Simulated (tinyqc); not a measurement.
Hot electrons in a saturated n-channel MOSFET, lucky-electron model: one step of the calculation.

Beyond pinch-off the lateral field grows as Esat cosh(y/l) over the velocity-saturated region (pseudo-two-dimensional model). Impact ionisation in this region gives the substrate current, which biases the body forward through Rsub. Currents are per width. Local-field laws: they overstate ionisation when the field peak is narrower than an energy relaxation length.

Task. Length and field scales. Cox = 3.9 eps0/tox, l = sqrt(3 tox xj), Esat = 2 vs/mu.

Inputs (values chosen for the exercise); values close to those of silicon n-channel devices: channel length L = 0.25 um; oxide thickness tox = 5.1 nm; junction depth xj = 100 nm; effective mobility mu = 360 cm^2/(V s); saturation velocity vs = 8.8e6 cm/s.

Constants: eps0 = 8.8541878128e-14 F/cm where lengths are in cm. Results are converted to the units shown.

Find: Cox; l; Esat; Esat L.

Result.

Cox = 0.6771 uF/cm^2
l = 39.12 nm
Esat = 0.04889 MV/cm
Esat L = 1.222 V

Numbers from tinyqc (`OMP_NUM_THREADS=1 python tinyqc.py 2550116 2550117 out.jsonl`; about 0.01 s on one thread of a shared Intel Xeon 2.30GHz).
